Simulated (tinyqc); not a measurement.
# Frequency dispersion of an accumulation capacitance by border traps, distributed model: what changes with what

Traps spread evenly through the insulator exchange electrons with the semiconductor by tunnelling, with tau(x) = t0 exp(2 ka x) at depth x from the interface. The admittance per area Y seen at depth x obeys dY/dx = -Y^2/(i w eps0 eox) + q Nb ln(1 + i w tau)/tau, with Y(0) = i w Cs and w = 2 pi f; the gate sees Y(tox) = G + i w C. Working variable y = Y/(i w), in uF/cm^2. Cox = eps0 eox/tox.

Parameters, values chosen for the exercise; permittivity close to that of hafnium oxide:
```
symbol   value         unit                                               meaning
eox       19.1                             relative permittivity of the insulator
tox        3.2           nm                                   insulator thickness
Cs         2.3      uF/cm^2             semiconductor capacitance in accumulation
Nb      1.8e19  cm^-3 eV^-1                               density of border traps
ka         6.3         1/nm  decay constant of the wave function in the insulator
t0        2e-9            s              time constant of a trap at the interface
f        10000           Hz                                             frequency
```

Constants: q = 1.602176634e-19 C, eps0 = 8.8541878128e-14 F/cm where lengths are in cm. Results are converted to the units shown.

Each table varies one quantity; the others keep the values above.

## Capacitance and loss against frequency

Cox; trap-free value 1/(1/Cox + 1/Cs); response depth d = ln(1/(w t0))/(2 ka), where w tau = 1; lumped estimate: all traps within d act as C_bt = q Nb d placed at d/2, so C = 1/{1/[1/(1/Cs + d/(2 eps0 eox)) + C_bt] + (tox - d/2)/(eps0 eox)}. C and G from a fine integration; dispersion -d C/d log10 f over C, from f times and over 1.1. For a broad spread of time constants G/w is close to -(pi/2) dC/d ln w.

The same in every row: trap-free C (uF/cm^2) = 1.603.

Results:

| f (Hz) | d (nm) | C (uF/cm^2) | G/w (uF/cm^2) | dispersion (% a decade) | -(pi/2) dC/d ln w (uF/cm^2) | lumped C (uF/cm^2) |
|---|---|---|---|---|---|---|
| 10 | 1.261 | 1.819 | 0.02303 | 1.856 | 0.02302 | 1.802 |
| 1000 | 0.8956 | 1.754 | 0.02129 | 1.779 | 0.02128 | 1.739 |
| 10000 | 0.7128 | 1.723 | 0.02049 | 1.743 | 0.02048 | 1.710 |
| 1e5 | 0.5301 | 1.694 | 0.01973 | 1.707 | 0.01973 | 1.681 |
| 1e6 | 0.3474 | 1.665 | 0.01895 | 1.673 | 0.01901 | 1.653 |
| 1e7 | 0.1646 | 1.638 | 0.01766 | 1.633 | 0.01824 | 1.626 |

Estimate the missing row, f = 100 Hz.

Computed row:

| f (Hz) | d (nm) | C (uF/cm^2) | G/w (uF/cm^2) | dispersion (% a decade) | -(pi/2) dC/d ln w (uF/cm^2) | lumped C (uF/cm^2) |
|---|---|---|---|---|---|---|
| 100 | 1.078 | 1.785 | 0.02214 | 1.817 | 0.02213 | 1.770 |

With this row back in the table: C falls from 1.819 to 1.638 uF/cm^2, towards the trap-free 1.603; each decade of frequency removes ln 10/(2 ka) = 0.183 nm from the response depth. The dispersion falls from 1.86 to 1.63 % a decade and G/w falls from 0.0230 to 0.0177 uF/cm^2. G/w lies between 0.968 and 1.00 times -(pi/2) dC/d ln w, the relation for a broad spread of time constants.

## Effect of the density of border traps

Same model as above.

The same in every row: d (nm) = 0.7128; trap-free C (uF/cm^2) = 1.603.

Effect of the density of border traps:

| Nb (cm^-3 eV^-1) | C (uF/cm^2) | G/w (uF/cm^2) | dispersion (% a decade) | -(pi/2) dC/d ln w (uF/cm^2) | lumped C (uF/cm^2) |
|---|---|---|---|---|---|
| 1e18 | 1.609 | 0.001187 | 0.1081 | 0.001187 | 1.609 |
| 2e18 | 1.616 | 0.002369 | 0.2148 | 0.002368 | 1.615 |
| 6e18 | 1.643 | 0.007035 | 0.6274 | 0.007034 | 1.639 |
| 1e19 | 1.670 | 0.01161 | 1.019 | 0.01161 | 1.663 |
| 3e19 | 1.800 | 0.03317 | 2.700 | 0.03316 | 1.778 |
| 7e19 | 2.040 | 0.07052 | 5.063 | 0.07046 | 1.991 |
| 2e20 | 2.675 | 0.1540 | 8.420 | 0.1536 | 2.555 |
| 4e20 | 3.361 | 0.2200 | 9.547 | 0.2189 | 3.164 |

As Nb goes from 1e18 to 4e20, C rises from 1.61 to 3.36 uF/cm^2, the dispersion rises from 0.108 to 9.55 % a decade and G/w rises from 0.00119 to 0.220 uF/cm^2. The lumped estimate is 0.048 % below C in the first row and 5.9 % below it in the last. The dispersion goes as Nb^(0.99) between the first two rows and Nb^(0.18) between the last two: dense traps near the interface screen those behind them.

Numbers from tinyqc (`OMP_NUM_THREADS=1 python tinyqc.py 2202085 2202086 out.jsonl`; about 0.3 s on one thread of a shared Intel Xeon 2.30GHz).
